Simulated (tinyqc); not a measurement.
What each parameter does: configuration-coordinate model of carrier capture at a defect.

Two parabolas of equal curvature k in one coordinate Q: with the carrier free at the band edge, U_f = k Q^2/2; with the carrier trapped, U_t = k (Q - dQ)^2/2 - ET. ER = k dQ^2/2, Huang-Rhys factor S = ER/hw, hw = 0.0646541 sqrt(k/M) eV for k in eV/angstrom^2 and M in u. The curves cross at a height Eb = (ER - ET)^2/(4 ER) above the free minimum.

Multiphonon factor for giving p = ET/hw phonons to the lattice: W = exp(-S (2 nb + 1)) ((nb + 1)/nb)^(p/2) I_p(x), nb = 1/(exp(hw/kT) - 1), x = 2 S sqrt(nb (nb + 1)), I_p the modified Bessel function. Classical limit: W = hw exp(-Eb/kT)/sqrt(4 pi ER kT). At T = 0: exp(-S) S^p/Gamma(p + 1).

Constants: kB = 8.617333262e-05 eV/K.

Values chosen for the exercise (of the size met at a deep level in GaN; the results hold for these values, not for the real material): ET = 0.64 eV (thermal depth of the level below the band edge); ER = 0.59 eV (relaxation energy); hw = 0.031 eV (phonon energy of the mode); T = 150 K (temperature).

Eb, log10 W and the full width 2.35482 sqrt(ER hw coth(hw/2kT)).

Results for these values:
```
case,Eb (eV),log10 W,full width (eV)
base,0.0011,-1.116,0.3489
```

What happens to each result for ER = 0.64 eV, all else kept?

Answer: Eb falls from 0.0011 to 0.0000; log10 W rises from -1.116 to -1.096; full width rises from 0.3489 to 0.3633.

The same for each parameter in turn:
```
case,Eb (eV),log10 W,full width (eV)
base,0.0011,-1.116,0.3489
ET = 0.68 eV,0.0034,-1.179,0.3489
ER = 0.64 eV,0.0000,-1.096,0.3633
hw = 0.0372 eV,0.0011,-1.061,0.3691
T = 180 K,0.0011,-1.131,0.3650
```

Program tinyqc; command `OMP_NUM_THREADS=1 python tinyqc.py 1480118 1480119 out.jsonl`; about 0.01 s on one thread of a shared Intel(R) Xeon(R) Processor @ 2.30GHz.
